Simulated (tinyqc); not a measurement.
The best anneal temperature for the time t: solubility, supersaturation, precipitation and gettering of an impurity in a silicon-like host. Computed by tinyqc, a small Python program. Command: `OMP_NUM_THREADS=1 python tinyqc.py 3009101 3009102 out.jsonl ripen walk`. One thread of a shared host (Intel(R) Xeon(R) Processor @ 2.30GHz), about 0.01 s of CPU time with the checks.

The wafer was saturated at T1 and is then held at T.

Inputs (values chosen for the exercise, for a model impurity):
```
quantity                                   value    unit
site density N0                            5e+22  1/cm^3
enthalpy of solution H                      2.09      eV
entropy of solution S                        2.3     k_B
diffusion prefactor D0                   0.00024  cm^2/s
migration energy Q                          1.17      eV
temperature of saturation T1                1200       K
anneal temperature T                         949       K
sink density n                           2.5e+08  1/cm^3
initial sink radius r0                        17      nm
impurity density in the precipitate C_p  3.2e+22  1/cm^3
interface energy gamma                      0.56   J/m^2
anneal time t                             120000       s
```

Constants: k_B = 8.617333262e-05 eV/K; k_B = 1.380649e-23 J/K.

Method:
- C_eq(T) = N0 exp(S/k_B - H/(k_B T)); D(T) = D0 exp(-Q/(k_B T)); C0 = C_eq(T1). Supersaturation s = C0/C_eq(T); critical radius r* = 2 gamma/(C_p k_B T ln s); barrier W* = (4 pi/3) gamma r*^2. Strain energy is left out.
- r_f = [r0^3 + 3 (C0 - C_eq)/(4 pi n C_p)]^(1/3), tau_f = 1/(4 pi n r_f D).
- Growing sinks: with y = r/r_f and y0 = r0/r_f, dy/dt = (1 - y^3)/(3 tau_f y), which integrates to t/tau_f = F(y) - F(y0), F(y) = (1/2) ln[(1 + y + y^2)/(1 - y)^2] - sqrt(3) arctan[(2y + 1)/sqrt(3)]; the share of the excess left is (1 - y^3)/(1 - y0^3), and C(t) = C_eq + (C0 - C_eq) x share.

C0 = 8.32211e+14 1/cm^3

Dissolved share after t:
```
T (K)     C_eq/C0   tau_f (s)  C(t)/C0
540    1.8698e-11  3.5564e+10  1.00000
624    7.8993e-09  1.2052e+09  0.99995
720    1.4069e-06  6.6241e+07  0.99901
816    7.4022e-05  7.2053e+06  0.99084
912    1.6909e-03  1.2508e+06  0.94668
1008   2.1285e-02  3.0467e+05  0.78328
1092   1.3548e-01  1.1185e+05  0.52503
1152   4.3079e-01  6.5244e+04  0.55293
```

What follows from these numbers?

The lowest dissolved share among these rows is 0.53 at 1092 K. Above it solubility sets the floor; below it diffusion is too slow for this time. Solubility falls with H = 2.09 eV and diffusion with Q = 1.17 eV.

Extremes, crossings and ranges named in words are read from the listed rows.
